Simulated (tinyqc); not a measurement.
Polycrystalline film, grain-boundary barriers (Seto model): effect of the donor density.

One-dimensional grains of size Lg with donors N; each boundary has Qt acceptor-like traps per area at one level Et below the band edge. Trapped electrons qt deplete a width w = qt/N (both sides together) and raise a barrier Vb = q N w^2/(8 eps0 eps_r). Current crosses the barriers by thermionic emission at small bias. Abrupt depletion, full ionisation, Boltzmann statistics.

Partly depleted grains: the density at the grain centre is n0 = N and qt = Qt/(1 + 2 (Nc/N) exp((Vb - Et)/Vt)). If that gives qt >= N Lg, the grains are fully depleted: qt = N Lg, w = Lg and n0 = 2 Nc exp((Vb - Et)/Vt)/(Qt/(N Lg) - 1). Resistivity: barriers rb = Vt exp(Vb/Vt)/(q n0 vc Lg), grain interior rg = (1 - w/Lg)/(q mg N); effective mobility 1/(q N (rb + rg)).

Values chosen for this exercise; values close to those of polycrystalline silicon:
```
symbol,value,unit,meaning
T,300,K,temperature
eps_r,11.7,,relative permittivity of the semiconductor
Lg,20,nm,grain size
Qt,1.2e12,cm^-2,trap density at a boundary
mg,200,cm^2/(V s),mobility inside a grain
vc,7.5e6,cm/s,collection velocity at the barrier
Nc,2.8e19,cm^-3,conduction-band density of states at T
Et,0.41,eV,trap level below the band edge
```

Constants: q = 1.602176634e-19 C, kB = 1.380649e-23 J/K, Vt = kB T/q, eps0 = 8.8541878128e-14 F/cm where lengths are in cm. Results are converted to the units shown.

Effect of the donor density:
```
N (cm^-3)     w/Lg    Vb (V)  n0 (cm^-3)  resistivity (ohm cm)
3e16         1.000  0.002320    4.176e11               2.818e4
6.1e16       1.000  0.004717    9.851e11               1.311e4
1.2e17       1.000  0.009280    2.596e12                  5933
2.5e17       1.000   0.01933    1.094e13                  2076
5.2e17       1.000   0.04021    2.233e14                 228.2
1e18        0.6000   0.02784    1.000e18               0.04406
2.1e18      0.2857   0.01326    2.100e18               0.01917
4.3e18      0.1395  0.006474    4.300e18              0.009458
8.8e18     0.06818  0.003163    8.800e18              0.004686
1.8e19     0.03333  0.001547    1.800e19              0.002310
```

As N goes from 3e16 to 1.8e19 cm^-3, the barrier goes from 0.00232 through a maximum of 0.0402 (at N = 5.2e17 cm^-3 among the rows listed) to 0.00155 V and the resistivity falls from 28200 to 0.00231 ohm cm. The grains are fully depleted in 5 of the 10 rows. The steepest fall, as N^(-13.1), lies between 5.2e17 and 1e18 cm^-3; N* = 6.00e17 cm^-3. The barrier grows with N while the grains are depleted and shrinks once they are not, hence the maximum. In every row the barrier is under 2 Vt, where the depletion and emission pictures are rough. For N = 8.8e18 to 1.8e19 cm^-3 N passes 0.3 Nc, where degeneracy and tunnelling through the thin barriers matter.

Computed by the program tinyqc: `OMP_NUM_THREADS=1 python tinyqc.py 2610149 2610150 out.jsonl`, one thread of a shared Intel Xeon 2.30GHz, about 0.01 s for the whole run.
